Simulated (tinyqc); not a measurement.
Tail temperature from the power law.

Problem. When tail states hold most of the charge, the linear current goes as I = A (Vg - VT)^g with g = 2 Tt/T - 1. Find g, Tt and the tail width kB Tt.

Parameters, values chosen for the exercise:
```
symbol,value,unit,meaning
T,250,K,temperature
```

Constants: q = 1.602176634e-19 C, kB = 1.380649e-23 J/K, Vt = kB T/q. Results are converted to the units shown.

I at Vg - VT = 14 and 21 V (nA): 196.38563  369.66819

Answer. g is the slope of ln I against ln(Vg - VT).

g = 1.560
Tt = 320.0 K
kB Tt = 27.58 meV

Computed by the program tinyqc: `OMP_NUM_THREADS=1 python tinyqc.py 2610043 2610044 out.jsonl`, one thread of a shared Intel Xeon 2.30GHz, about 0.02 s for the whole run.
